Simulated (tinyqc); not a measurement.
## Inverter chain driving a load

N inverters, each f = Hc^(1/N) times larger than the one before: delay tau N (f + pp). Switched capacitance in units of the first input, with output capacitance pp times the input: Hc + (1 + pp)(Hc - 1)/(f - 1).

Parameters, values chosen for the exercise:
- Hc = 30 (load over the input capacitance of the chain)
- pp = 1.5 (parasitic delay of an inverter)
- tau = 7.1 ps (delay unit)

Result of one run:
```
f      delay (ps)  switched capacitance
30.00       223.7                 32.50
```

Which number of stages N gave this result: 1, 2, 3 or 6?

N = 1.

The whole series:
```
N      f  delay (ps)  switched capacitance
1  30.00       223.7                 32.50
2  5.477       99.08                 46.19
3  3.107       98.13                 64.41
4  2.340       109.1                 84.09
5  1.974       123.3                 104.4
6  1.763       139.0                 125.1
```

The delay goes from 224 through a minimum of 98.1 (at N = 3 among the rows listed) to 139 ps. The best stage effort solves pp + rho (1 - ln rho) = 0, rho = 3.97, which gives N = ln Hc/ln rho = 2.47. One stage fewer than the best costs 0.96 % in delay and saves 28 % of the switched capacitance.

tinyqc, about 0.01 s, one thread, Intel Xeon 2.30GHz (shared host): `OMP_NUM_THREADS=1 python tinyqc.py 2082082 2082083 out.jsonl`
